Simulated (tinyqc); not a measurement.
Undoped gate-all-around wire MOSFET, analytic charge model: one step of the calculation.

An undoped round wire of radius R under an insulator shell and a surrounding gate; long channel, electrons only, n = ni exp((psi - V)/Vt) with V the quasi-Fermi potential (0 at the source, Vd at the drain), constant mobility, no quantisation. The radial Poisson equation gives n(r) = n(0)/(1 - (1 - b) r^2/R^2)^2 with b = Q0/(Q + Q0). Q is the electron charge per area of the wire surface.

Problem. Drain current and line charge. Q solves Vg - V0 - V = Q/Cox + Vt ln(Q/Q0) + Vt ln(1 + Q/Q0). I = mu (2 pi R/L)[2 Vt (Qs - Qd) + (Qs^2 - Qd^2)/(2 Cox) + Vt Q0 ln((Qd + Q0)/(Qs + Q0))], with Qs at V = 0 and Qd at V = Vd. Electrons per length at the source: 2 pi R Qs/q; surface over centre density: (1 + Qs/Q0)^2.

Values chosen for this exercise; material values those of a made-up semiconductor: temperature T = 300 K; wire radius R = 20 nm; channel mobility mu = 620 cm^2/(V s); gate length L = 0.2 um; drain voltage Vd = 0.3 V.

Constants: q = 1.602176634e-19 C, kB = 1.380649e-23 J/K, Vt = kB T/q. Results are converted to the units shown.

Qs = 2129.6729 nC/cm^2
Qd = 1164.2782 nC/cm^2
Cox = 3.5858882 uF/cm^2
Q0 = 45.321895 nC/cm^2

Wanted: first term; second term; third term; I; electrons per length; surface over centre density.

Solution.

first term = 19.445 uA
second term = 172.73 uA
third term = -0.26780 uA
I = 191.91 uA
electrons per length = 16.704 1/nm
surface over centre density = 2303.0

The square-law term makes up 90.0 % of the current.

tinyqc, about 0.08 s, one thread, Intel Xeon 2.30GHz (shared host): `OMP_NUM_THREADS=1 python tinyqc.py 2460125 2460126 out.jsonl`
